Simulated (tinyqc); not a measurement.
Rigid-ion and shell models of the dielectric response of an ionic crystal: one step, computed by the program tinyqc.

Charges +Z and -Z; 6 nearest neighbours, Madelung constant M = 1.747565, volume per ion pair Omega = 2.000000 d^3. Energy per pair U = -M Z^2 e2/d + 6 A exp(-d/rho), e2 = e^2/(4 pi eps_0). In the shell model the anion is a core of charge Y - Z and a massless shell of charge -Y, joined by the spring k; the repulsion acts on the shell. Each ion feels the Lorentz field E + (4 pi/3) P (Gaussian units).

Question. Rigid ions. With C = 4 pi Z^2 e2/(3 Omega): mu lambda_TO = R - C, mu lambda_LO = R + 2 C; eps_inf = 1 and eps_s = lambda_LO/lambda_TO. lambda in eV/(angstrom^2 u) gives the wavenumber 15.6333042 x 33.35640952 x sqrt(lambda); mu is the reduced mass.

Inputs (values chosen for the exercise, for a model crystal): ionic charge Z = 1 e; cation mass = 95 u; anion mass = 32.06 u.

Structure: rock salt.

volume Omega = 38.93022 angstrom^3

repulsive spring R = 3.253524 eV/angstrom^2

Constants: e^2/(4 pi eps_0) = 14.39964548 eV angstrom; nu for 1 eV/(angstrom^2 u) = 15.6333042 THz; 1 THz = 33.35640952 1/cm.

Give: Coulomb spring C; omega_TO, rigid ions; omega_LO, rigid ions; eps_s, rigid ions.

Answer.

Coulomb spring C = 1.549 eV/angstrom^2

omega_TO, rigid ions = 139.0 1/cm

omega_LO, rigid ions = 268.4 1/cm

eps_s, rigid ions = 3.727
